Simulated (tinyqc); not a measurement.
Cyclotron resonance of ellipsoidal valleys, Ge type: one step. Line shape. Three cases, with inputs chosen for the exercise.

Problem. For linear polarisation and one isotropic mass the absorbed power goes as P = [1 + (w^2 + wc^2) tau^2]/([1 + (wc^2 - w^2) tau^2]^2 + 4 w^2 tau^2), w = 2 pi nu. List it for wc/w = 0, 0.5, 0.8, 0.9, 1, 1.1, 1.2, 1.5 and 2, which is B over the resonance field.

Case 1.

Values chosen (out of a larger set: near those of Ge; not measured data): nu = 9.4 GHz (microwave frequency); tau = 5.3 ps (scattering time).

Case 2.

Values chosen (out of a larger set: near those of Ge; not measured data): nu = 24 GHz (microwave frequency); tau = 14 ps (scattering time).

Case 3.

Values chosen (out of a larger set: near those of Ge; not measured data): nu = 24 GHz (microwave frequency); tau = 6.1 ps (scattering time).

Give: w tau; Power.

Solution.

Case 1.

w tau = 0.313

Power:
```
wc/w       P
0.0   0.9108
0.5   0.8977
0.8   0.8776
0.9   0.8689
1.0   0.8592
1.1   0.8486
1.2   0.8372
1.5   0.7981
2.0   0.7211
```

The largest listed value lies at wc/w = 0.0, 1.0 times the zero-field value. With w tau below 1 there is no resolved resonance.

Case 2.

w tau = 2.111

Power:
```
wc/w       P
0.0   0.1833
0.5   0.2818
0.8   0.4567
0.9   0.5079
1.0   0.5266
1.1   0.5029
1.2   0.4465
1.5   0.2538
2.0   0.1038
```

The largest listed value lies at wc/w = 1.0, 2.9 times the zero-field value. The line is broad: its full width in wc/w is about 2/(w tau) = 0.95. The closest two lines of this crystal are 83.7 % apart, more than the half width of one line, but at so small a w tau they may still show a single peak.

Case 3.

w tau = 0.920

Power:
```
wc/w       P
0.0   0.5417
0.5   0.5849
0.8   0.6173
0.9   0.6191
1.0   0.6140
1.1   0.6015
1.2   0.5818
1.5   0.4922
2.0   0.3289
```

The largest listed value lies at wc/w = 0.9, 1.1 times the zero-field value. With w tau below 1 there is no resolved resonance. The closest two lines of this crystal are 42.4 % apart, so they merge at this w tau.

Computed by tinyqc, one run a case: `OMP_NUM_THREADS=1 python tinyqc.py N N+1 out.jsonl` with N = 1250831, 1250957, 1250962; one thread of a shared Intel(R) Xeon(R) Processor @ 2.30GHz, about 0.01 s a run at most.
